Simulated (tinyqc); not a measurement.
## One-dimensional ballistic tunnel FET, two-band WKB: effect of temperature

A p-type source for x < 0 with its Fermi level at 0 and its valence edge at ds; in the channel the bands fall as D exp(-x/lam) towards their flat values, with the conduction edge at Ec = ds - dP and D = dP + Eg. The gate moves dP one to one. The drain Fermi level lies at -Vd and the drain side reflects nothing. For w = E - Ec between 0 and dP an electron crosses the gap. Two-band dispersion with equal masses m: inside the gap kappa = sqrt(m u (1 - u/Eg)/C), u the distance from a band edge, C = hbar^2/(2 m0).

S(w) = 2 lam int_0^Eg kappa(u) du/(w + Eg - u) = 2 pi lam sqrt(m/(C Eg)) [w + Eg/2 - sqrt(w (w + Eg))], T(w) = exp(-S). I = g (2 q^2/h) int_0^dP T(w) [f(E) - f(E + Vd)] dw, E = ds - dP + w, f(x) = 1/(1 + exp(x/Vt)). Swing = d(dP)/d(log10 I).

Parameters, values chosen for the exercise; band and dielectric values those of a made-up semiconductor:
- Eg = 0.333 eV (band gap)
- m = 0.029 m0 (band-edge mass of the two-band model)
- lam = 3.1 nm (screening length of the source junction)
- ds = 0.07 eV (source valence edge above the source Fermi level)
- Vd = 0.5 V (drain bias)
- g = 2 (number of degenerate subbands (spin apart))
- dP = 0.12 eV (tunnelling window Ev(source) - Ec(channel))

Constants: q = 1.602176634e-19 C, kB = 1.380649e-23 J/K, hbar = 1.054571817e-34 J s, h = 6.62607015e-34 J s, m0 = 9.1093837015e-31 kg, Vt = kB T/q, hbar^2/(2 m0) = 0.0380998212 eV nm^2. Results are converted to the units shown.

Effect of temperature:

| T (K) | I (uA) | swing (mV/decade) | Vt ln 10 (mV/decade) |
|---|---|---|---|
| 77 | 0.4611 | 68.52 | 15.28 |
| 150 | 0.5108 | 76.32 | 29.76 |
| 200 | 0.5549 | 83.10 | 39.68 |
| 250 | 0.5999 | 89.87 | 49.61 |
| 300 | 0.6420 | 96.08 | 59.53 |
| 350 | 0.6798 | 101.5 | 69.45 |
| 400 | 0.7130 | 106.3 | 79.37 |

I rises from 0.461 to 0.713 uA, and the swing rises from 68.5 to 106 mV/decade, while the thermionic limit rises from 15.3 to 79.4 mV/decade. Gap and mass are held fixed. In every row S at w = dP is below 2, where a WKB prefactor of 1 is a rough guess.

Program tinyqc, `OMP_NUM_THREADS=1 python tinyqc.py 2620076 2620077 out.jsonl`; Intel Xeon 2.30GHz, shared host, one thread, about 0.01 s.
